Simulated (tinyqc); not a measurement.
What moves lifetime and leakage: Shockley-Read-Hall recombination through one deep level.

One level at Et with degeneracy 1: tn = 1/(sn vth Nt), tp = 1/(sp_ vth Nt), n1 = Nc exp((Et - Eg)/kT), p1 = Nv exp(-Et/kT), ni^2 = n1 p1. Equilibrium n0 = Nm, p0 = ni^2/Nm; n = n0 + dn, p = p0 + dn. U = (n p - ni^2)/(tp (n + n1) + tn (p + p1)), lifetime dn/U; emission rates en = sn vth n1, ep = sp_ vth p1.

Constants: kB = 8.617333262e-05 eV/K.

Inputs chosen for the exercise (gap and densities of states near those of Si at this temperature; the results hold for these values, not for the real material):
- Eg = 1.091 eV (gap)
- Nc = 4.91e+19 1/cm^3 (conduction-band density of states)
- Nv = 2.08e+19 1/cm^3 (valence-band density of states)
- T = 450 K
- Et = 0.738 eV (recombination level above Ev)
- Nt = 4.8e+13 1/cm^3 (defects)
- sn = 1.4e-15 cm^2 (electron capture cross-section)
- sp_ = 4.8e-14 cm^2 (hole capture cross-section)
- vth = 24000000 cm/s (thermal velocity, both carriers)
- Nm = 3.4e+15 1/cm^3 (equilibrium electrons for the lifetime steps)
- dn = 1.7e+16 1/cm^3 (excess pairs)

G = Nt en ep/(en + ep).

One parameter was then changed.

Results before and after:
```
case     lifetime (microsecond)  G (1/(cm^3 s))
base                     0.5396        6.24e+18
changed                  0.2813        6.24e+18
```

Which of these changes was made? (a) sp_ = 9.6e-14 cm^2; (b) Nm = 1.02e+16 1/cm^3; (c) Nt = 2.4e+13 1/cm^3; (d) sn = 2.8e-15 cm^2; (e) Et = 0.778 eV; (f) dn = 5.1e+16 1/cm^3.

Answer: (d) sn = 2.8e-15 cm^2. Of the candidates, run in turn, only this one gives the changed row.

All candidates:
```
case                  lifetime (microsecond)  G (1/(cm^3 s))
base                                  0.5396        6.24e+18
Et = 0.778 eV                         0.5484        2.23e+18
sn = 2.8e-15 cm^2                     0.2813        6.24e+18
sp_ = 9.6e-14 cm^2                    0.5282        1.25e+19
Nt = 2.4e+13 1/cm^3                    1.079        3.12e+18
Nm = 1.02e+16 1/cm^3                  0.4092        6.24e+18
dn = 5.1e+16 1/cm^3                   0.6012        6.24e+18
```

Run: tinyqc, `OMP_NUM_THREADS=1 python tinyqc.py 1681809 1681810 out.jsonl`; Intel(R) Xeon(R) Processor @ 2.30GHz, one thread, shared host; about 0.01 s of CPU time with all checks.
